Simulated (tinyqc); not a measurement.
Short-channel transistor, virtual-source model with series resistance: one step of the calculation.

The current per gate width is the charge at the top of the source barrier (the virtual source) times its velocity times a saturation function; al and be are fitting constants of the model. Units: I in uA/um, Rs in ohm um, so I Rs = 1e-6 I Rs in volts; Q in uC/cm^2, so I = 1e-4 Q vx0 Fsat with vx0 in cm/s.

Task. Current through the series resistance. Intrinsic voltages Vg' = Vgs - I Rs, Vd' = Vds - 2 I Rs. n = n0 + nd Vd', VT = VT0 - dl Vd', Ff = 1/(1 + exp((Vg' - VT + al Vt/2)/(al Vt))), Q = Cinv n Vt ln(1 + exp((Vg' - VT + al Vt Ff)/(n Vt))), Vdsat = (vx0 L/mu)(1 - Ff) + Vt Ff, Fsat = u/(1 + u^be)^(1/be) with u = Vd'/Vdsat, and I(out) = Q vx0 Fsat per width. (Fsat takes the sign of u.) I(new) = I(out).

Values chosen for this exercise:
```
symbol,value,unit,meaning
T,325,K,temperature
Cinv,1.12,uF/cm^2,inversion capacitance
vx0,5.79e6,cm/s,velocity at the virtual source
mu,120,cm^2/(V s),apparent mobility
L,25,nm,channel length
VT0,0.411,V,threshold at zero drain voltage
dl,0.098,V/V,drain-induced barrier lowering
n0,1.47,,subthreshold factor
nd,0,1/V,growth of n with drain voltage
al,3.5,,threshold shift (in units of Vt) from weak to strong inversion
be,2,,sharpness of saturation
Rs,500,ohm um,series resistance of each contact
Vgs,0.6,V,gate voltage
Vds,0.2,V,drain voltage
```

Constants: q = 1.602176634e-19 C, kB = 1.380649e-23 J/K, Vt = kB T/q. Results are converted to the units shown.

I at the start = 0 uA/um

Find: Vg'; Vd'; VT; Ff; Q; Vdsat; Fsat; I(out); I after iteration 1.

Result.

Vg' = 0.60000 V
Vd' = 0.20000 V
VT = 0.39140 V
Ff = 0.067352
Q = 0.24127 uC/cm^2
Vdsat = 0.11439 V
Fsat = 0.86805
I(out) = 121.26 uA/um
I after iteration 1 = 121.26 uA/um

Computed by the program tinyqc: `OMP_NUM_THREADS=1 python tinyqc.py 2380117 2380118 out.jsonl`, one thread of a shared Intel Xeon 2.30GHz, about 0.01 s for the whole run.
